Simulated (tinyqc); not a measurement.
# Resistive memory cell, filament-gap model with Joule heating: what changes with what

A tunnelling gap g separates the tip of a filament from the electrode. I = I0 exp(-g/g0) sinh(Vd/V0), with Vd = V - I Rs on the device; T = T0 + Rth Vd I at once; the gap closes as dg/dt = -nu exp(-q Ea/(kB T)) sinh(al q Vd/(kB T)). All constants are fitting values of a compact model.

Inputs (values chosen for the exercise): ambient temperature T0 = 358 K; current scale I0 = 0.76 mA; tunnelling length g0 = 0.27 nm; voltage scale V0 = 0.46 V; attempt velocity nu = 1 m/s; activation energy Ea = 0.74 eV; barrier lowering per volt on the device al = 0.59; thermal resistance Rth = 6.1e5 K/W; series resistance Rs = 1000 ohm; gap at the start gi = 1.4 nm; gap that counts as set gf = 0.6 nm; pulse voltage V = 1.08 V.

Constants: q = 1.602176634e-19 C, kB = 1.380649e-23 J/K. Results are converted to the units shown.

Each table varies one quantity; the others keep the values above.

## The course of a set pulse

For each gap Vd is solved self-consistently; the time to reach g is the integral of dg/|dg/dt| from g to gi.

The course of a set pulse:
```
g (nm)	Vd (V)	I (uA)	T (K)	-dg/dt (nm/ns)	time (ns)
1.29	1.049	30.95	377.8	0.01214	8.511
1.17	1.033	46.62	387.4	0.01009	19.32
1.06	1.013	66.97	399.4	0.008001	31.52
0.94	0.9824	97.55	416.5	0.005734	49.19
0.83	0.9451	134.9	435.7	0.003888	72.47
0.71	0.8930	187.0	459.9	0.002308	112.6
0.6	0.8342	245.8	483.1	0.001299	176.5
```

What does the table show?

As the gap closes from 1.29 to 0.6 nm, the current rises from 31.0 to 246 uA, Vd falls from 1.05 to 0.834 V, T rises from 378 to 483 K and the rate falls from 0.0121 to 0.00130 nm/ns. The series resistance takes voltage from the cell faster than heating helps, so the set limits itself. The first row takes 4.8 % of the whole time.

## Effect of the thermal resistance on the set time

Same model as above.

The set time is the integral of dg/|dg/dt| from gf to gi, with Vd solved for each gap; the second column repeats it with Rth = 0.

Effect of the thermal resistance on the set time:
```
Rth (K/W)	set time (s)	without heating (s)	higher T of the two ends (K)	I at gf (uA)
30000	6.203e-7	6.813e-7	364.2	245.8
60000	5.670e-7	6.813e-7	370.3	245.8
1.2e5	4.789e-7	6.813e-7	382.6	245.8
2.4e5	3.545e-7	6.813e-7	407.2	245.8
4.7e5	2.224e-7	6.813e-7	454.4	245.8
9.2e5	1.170e-7	6.813e-7	546.6	245.8
1.8e6	5.540e-8	6.813e-7	727.1	245.8
```

What does the comparison show?

As Rth goes from 30000 to 1.8e6 K/W, the set time falls from 6.20e-7 to 5.54e-8 s, a span of 1.0 decades; heating shortens it by a factor of 1.10 in the first row and 12.3 in the last.

## Effect of the activation energy on the set time

Same model as above.

Effect of the activation energy on the set time:
```
Ea (eV)	set time (s)	without heating (s)	higher T of the two ends (K)	I at gf (uA)
0.59	3.421e-9	5.268e-9	483.1	245.8
0.66	2.131e-8	5.095e-8	483.1	245.8
0.72	1.038e-7	3.563e-7	483.1	245.8
0.79	6.714e-7	3.445e-6	483.1	245.8
0.86	4.446e-6	3.331e-5	483.1	245.8
0.92	2.292e-5	2.330e-4	483.1	245.8
0.99	1.591e-4	0.002253	483.1	245.8
```

What does the table show?

As Ea goes from 0.59 to 0.99 eV, the set time rises from 3.42e-9 to 1.59e-4 s, a span of 4.7 decades; heating shortens it by a factor of 1.54 in the first row and 14.2 in the last. For Ea = 0.59 to 0.66 eV the field nearly removes the barrier, so the activated law fails.

Numbers from tinyqc (`OMP_NUM_THREADS=1 python tinyqc.py 2880045 2880046 out.jsonl`; about 0.05 s on one thread of a shared Intel Xeon 2.30GHz).
